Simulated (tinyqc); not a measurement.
## Trap density from one capacitance

Problem. Traps spread evenly through the insulator exchange electrons with the semiconductor by tunnelling, with tau(x) = t0 exp(2 ka x) at depth x from the interface. The admittance per area Y seen at depth x obeys dY/dx = -Y^2/(i w eps0 eox) + q Nb ln(1 + i w tau)/tau, with Y(0) = i w Cs and w = 2 pi f; the gate sees Y(tox) = G + i w C. Working variable y = Y/(i w), in uF/cm^2. Cox = eps0 eox/tox. Find Nb and G/w.

Values chosen for this exercise: relative permittivity of the insulator eox = 8.72; insulator thickness tox = 11 nm; semiconductor capacitance in accumulation Cs = 2.3 uF/cm^2; decay constant of the wave function in the insulator ka = 5.1 1/nm; time constant of a trap at the interface t0 = 1e-9 s; frequency f = 100 Hz.

Constants: q = 1.602176634e-19 C, eps0 = 8.8541878128e-14 F/cm where lengths are in cm. Results are converted to the units shown.

C = 0.54989357 uF/cm^2

Answer. C rises steadily with Nb, so one density matches; in practice ka and t0 must come from the frequency dependence.

Nb = 6.400e18 cm^-3 eV^-1
G/w = 0.001653 uF/cm^2

Computed by the program tinyqc: `OMP_NUM_THREADS=1 python tinyqc.py 2202081 2202082 out.jsonl`, one thread of a shared Intel Xeon 2.30GHz, about 0.6 s for the whole run.
